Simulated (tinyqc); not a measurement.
Gap voltage and exponent from three temperatures.

Question. At constant current VBE(T) = Vg0 - a T - eta (kB T/q) ln T, where a is a constant. Find Vg0, eta and dVBE/dT at the middle temperature.

Constants: q = 1.602176634e-19 C, kB = 1.380649e-23 J/K. Results are converted to the units shown.

T (K): [233, 253, 300]
VBE at a constant current (V): [0.8894649216, 0.8577581188, 0.7810659416]

Answer. The relation is linear in Vg0, a and eta, so three points give a linear system; the slope is (VBE - Vg0 - eta kB T/q)/T. eta rests on the curvature of VBE(T) alone, so real fits need accuracy of some tens of microvolts or better.

Vg0 = 1.17 V
eta = 4.20
dVBE/dT = -1.60 mV/K

Numbers from tinyqc (`OMP_NUM_THREADS=1 python tinyqc.py 2062166 2062167 out.jsonl`; about 0.02 s on one thread of a shared Intel Xeon 2.30GHz).
